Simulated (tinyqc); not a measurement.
# Threshold of a short bulk MOSFET: charge sharing, barrier lowering, narrow width: what changes with what

n-channel device on a p-type body, depletion approximation, full ionisation. Uniform doping N = Na. Vbi from Boltzmann statistics is rough for the degenerate source. Cox = eps0 eox/tox.

Parameters, values chosen for the exercise; band and dielectric values close to those of silicon:
- T = 300 K (temperature)
- Eg = 1.11 eV (band gap)
- eps_r = 11.9 (relative permittivity)
- Nc = 2.84e19 cm^-3 (conduction-band density of states at T)
- Nv = 2.65e19 cm^-3 (valence-band density of states at T)
- eox = 24.8 (relative permittivity of the gate insulator (close to zirconium oxide))
- tox = 12 nm (insulator thickness)
- Na = 5.1e16 cm^-3 (channel doping)
- Nsd = 1e20 cm^-3 (source and drain doping)
- Vfb = -0.94 V (flat-band voltage for the doping Na)
- xj = 74 nm (junction depth)
- Vbs = -1 V (body-source voltage)
- Vds = 0.5 V (drain-source voltage)
- W = 1800 nm (gate width)
- xw = 0 (shape factor of the fringing depletion at the width edges)
- L = 470 nm (channel length)

Constants: q = 1.602176634e-19 C, kB = 1.380649e-23 J/K, Vt = kB T/q, eps0 = 8.8541878128e-14 F/cm where lengths are in cm. Results are converted to the units shown.

Each table varies one quantity; the others keep the values above.

## Threshold roll-off against channel length

ni = sqrt(Nc Nv) exp(-Eg/(2 Vt)), Eg in volts; 2 pB = 2 Vt ln(N/ni); flat band Vfb - Vt ln(N/Na); Wd = sqrt(2 eps0 eps_r (2 pB - Vbs)/(q N)); body term q N Wd/Cox; long-channel VT0 = flat band + 2 pB + body term; Vbi = Vt ln(N Nsd/ni^2); scale length l = sqrt((eps_r/eox) tox Wd). Charge sharing (trapezoid; it ignores Vds): F = (xj/L)(sqrt(1 + 2 Wd/xj) - 1), lowering = body term times F. Barrier lowering: th = exp(-L/(2 l)) + 2 exp(-L/l), lowering = th [2 (Vbi - 2 pB) + Vds], DIBL = th. Narrow width: rise = body term times xw Wd/W. VT by each model = VT0 - lowering + rise. DIBL under 0.001 mV/V is printed as 0.

The same in every row: N (cm^-3) = 5.100e16; VT0 (V) = -0.05929.

Threshold roll-off against channel length:
```
L (nm),L/l,F,DIBL (mV/V),"VT, charge sharing (V)","VT, barrier lowering (V)"
160,4.552,0.7434,123.8,-0.1305,-0.1697
230,6.544,0.5172,40.81,-0.1088,-0.09570
340,9.673,0.3499,8.059,-0.09281,-0.06648
490,13.94,0.2428,0.9410,-0.08255,-0.06013
700,19.92,0.1699,0.04736,-0.07557,-0.05934
1000,28.45,0.1189,0,-0.07069,-0.05929
1500,42.68,0.07930,0,-0.06689,-0.05929
2100,59.75,0.05664,0,-0.06472,-0.05929
```

VT by barrier lowering rises from -0.170 to -0.0593 V and VT by charge sharing rises from -0.131 to -0.0647 V. DIBL is under 100 mV/V from L = 230 nm on among the rows (th = 0.1 at L/l = 4.92). For L = 160, 230 F exceeds 0.5: the shares of source and drain overlap, and the trapezoid formula no longer holds.

## Effect of the channel doping

Same model as above.

Vfb is held fixed.

Results:
```
Na (cm^-3),N (cm^-3),VT0 (V),L/l,F,DIBL (mV/V),"VT, charge sharing (V)","VT, barrier lowering (V)"
1e16,1.000e16,-0.1979,9.006,0.4271,11.32,-0.2156,-0.2090
2.9e16,2.900e16,-0.1126,11.66,0.3050,2.956,-0.1345,-0.1154
5e16,5.000e16,-0.06129,13.31,0.2548,1.292,-0.08545,-0.06244
8.4e16,8.400e16,-0.005459,15.09,0.2135,0.5282,-0.03190,-0.005916
1.4e17,1.400e17,0.05815,17.09,0.1784,0.1947,0.02942,0.05799
2.4e17,2.400e17,0.1374,19.48,0.1467,0.05889,0.1063,0.1374
4.1e17,4.100e17,0.2324,22.19,0.1200,0.01520,0.1988,0.2324
```

Estimate the missing row, Na = 1.7e16 cm^-3.

Computed row:
```
Na (cm^-3),N (cm^-3),VT0 (V),L/l,F,DIBL (mV/V),"VT, charge sharing (V)","VT, barrier lowering (V)"
1.7e16,1.700e16,-0.1575,10.24,0.3619,6.038,-0.1772,-0.1632
```

With this row back in the table: As Na goes from 1e16 to 4.1e17, VT0 rises from -0.198 to 0.232 V, DIBL falls from 11.3 to 0.0152 mV/V, F falls from 0.427 to 0.120 and VT by barrier lowering rises from -0.209 to 0.232 V.

tinyqc, about 0.01 s, one thread, Intel Xeon 2.30GHz (shared host): `OMP_NUM_THREADS=1 python tinyqc.py 2002195 2002196 out.jsonl`
